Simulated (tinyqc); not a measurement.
Changing the confinement constant beta: Raman line shape of confined optical phonons and breathing modes of small crystals. Computed by tinyqc, a small Python program. Command: `OMP_NUM_THREADS=1 python tinyqc.py 3010294 3010295 out.jsonl confine sweep`. One thread of a shared host (Intel(R) Xeon(R) Processor @ 2.30GHz), about 0.04 s of CPU time with the checks.

Confinement in 1 direction(s) lets phonons with q away from zero scatter light. q is in units of 2 pi/a, from 0 to 1, and the branch is isotropic: omega(q)^2 = (omega_0^2 + omega_X^2)/2 + ((omega_0^2 - omega_X^2)/2) cos(pi q). The model and its constant beta are phenomenological; beta = 8 is the common choice.

Inputs (values chosen for the exercise, modelled on silicon):
```
quantity                                value      unit
bulk frequency omega_0                  520.3      1/cm
frequency at the zone boundary omega_X    414      1/cm
natural width Gamma_0                     3.4      1/cm
lattice constant a                      5.431  angstrom
size L                                    8.4        nm
```

Shape: film.

Method:
- Weight W(q) = q^0 exp(-(2 L q/a)^2/(2 beta)) dq, that is exp(-k^2 L^2/(2 beta pi^2)) for k = 2 pi q/a.
- Width q_c = a sqrt(2 beta)/(2 L), where the exponential falls to 1/e; curvature of the branch: omega(q) = omega_0 - c q^2, c = pi^2 (omega_0^2 - omega_X^2)/(8 omega_0); for small q_c the mean of q^2 is (number of confined directions) q_c^2/2, and the mean shift is -c times that.
- I(omega) = int W(q) / [(omega - omega(q))^2 + (Gamma_0/2)^2] dq / int W dq x (Gamma_0/2)^2, by 400 Gauss-Legendre points on 0 < q < min(1, 2.5 a sqrt(2 beta)/L).
- The peak is the maximum of I; the width is taken between the half-maximum points, and the asymmetry is the low-side half-width over the high-side one.

One run for each value:
```
confinement constant beta  peak shift (1/cm)  full width (1/cm)  asymmetry  q_c (2 pi/a)
1.0                                 -0.20652             3.5568     1.0388       0.04572
1.5                                 -0.27761             3.6850     1.0798       0.05599
2.0                                 -0.33472             3.8160     1.1238       0.06465
3.0                                 -0.42168             4.0674     1.2112       0.07919
4.0                                 -0.48564             4.2985     1.2934       0.09144
6.0                                 -0.57507             4.7044     1.4407       0.11199
8.0                                 -0.63566             5.0514     1.5687       0.12931
12.0                                -0.71392             5.6230     1.7830       0.15837
```

Describe and explain the trends.

Over the rows, peak shift (1/cm) falls from -0.207 to -0.714 (exponent d ln y / d ln x 0.73 between the first rows and 0.29 between the last); full width (1/cm) rises from 3.56 to 5.62 (exponent d ln y / d ln x 0.087 between the first rows and 0.26 between the last); asymmetry rises from 1.04 to 1.78 (exponent d ln y / d ln x 0.095 between the first rows and 0.32 between the last). Only L^2/beta enters, so a size read from a line shape is uncertain by the square root of the uncertainty in beta.

Extremes, crossings and ranges named in words are read from the listed rows.
